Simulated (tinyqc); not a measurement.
Levels against anisotropy: donor in an ellipsoidal valley (Kohn-Luttinger variational method). Computed by tinyqc, a small Python program. Command: `OMP_NUM_THREADS=1 python tinyqc.py 3021124 3021125 out.jsonl kohnlutt walk`. One thread of a shared host (Intel(R) Xeon(R) Processor @ 2.30GHz), about 0.04 s of CPU time with the checks.

H = -(d^2/dx^2 + d^2/dy^2) - gamma d^2/dz^2 - 2/r in units built on m_t, with gamma = m_t/m_l and z along the valley axis. One valley; no valley-orbit or central-cell term.

Inputs (values chosen for the exercise, modelled on silicon): transverse mass m_t = 0.186 m_0; longitudinal mass m_l = 0.901 m_0; dielectric constant eps = 11.3.

Constants: Ry = 13.605693123 eV; a_0 = 0.529177210903 angstrom.

Method:
- Ry* = Ry m_t/eps^2, a* = a_0 eps/m_t, gamma = m_t/m_l.
- Trial function exp(-sqrt((x^2 + y^2)/a^2 + z^2/b^2)) with beta = b/a < 1: E = t/a^2 - u/a, t = (2 + gamma/beta^2)/3, u = 2 arcsin(sqrt(1 - beta^2))/sqrt(1 - beta^2); the best a is 2 t/u and E(beta) = -u^2/(4 t).
- The trial energy is minimised over beta by golden section from 0.05 to 0.999, 60 steps.
- Gaussian basis: g = P exp(-al (x^2 + y^2) - be z^2) with P = 1 (s-like), z (2p0) or x (2p+-); al = 0.004 x 2.6^k, k = 0..11, and be/al = 1, gamma^(-1/2) or 1/gamma (36 functions); 1/r = (2/sqrt(pi)) int exp(-t^2 r^2) dt by 48 Gauss-Legendre points after t = sqrt(al_i + al_j) tan(theta); overlap eigenvalues below 1e-10 are dropped.

gamma = 0.206437

Binding energies (Ry*):
```
gamma  1s, trial  1s, Gaussians     2p0     2p+-
0.052     2.0758         2.0870  1.0102  0.36733
0.100     1.8387         1.8445  0.7905  0.34751
0.210     1.5615         1.5636  0.5735  0.32059
0.310     1.4162         1.4172  0.4755  0.30461
0.350     1.3713         1.3720  0.4474  0.29939
0.590     1.1819         1.1820  0.3390  0.27567
0.850     1.0548         1.0548  0.2753  0.25806
```

What does the comparison show, and why?

As gamma falls from 0.85 to 0.052, 1s deepens from 1.055 to 2.087 Ry*, on the way from the hydrogen value 1 to the two-dimensional limit 4; 2p+- moves from 0.258 to 0.367 (limits 1/4 and 4/9), while 2p0 climbs from 0.275 to 1.010 and joins 1s as gamma tends to 0. Near gamma = 1 the trial function is almost exact and can pass the Gaussian basis, whose own error is about 3e-5 Ry*.

Extremes, crossings and ranges named in words are read from the listed rows.
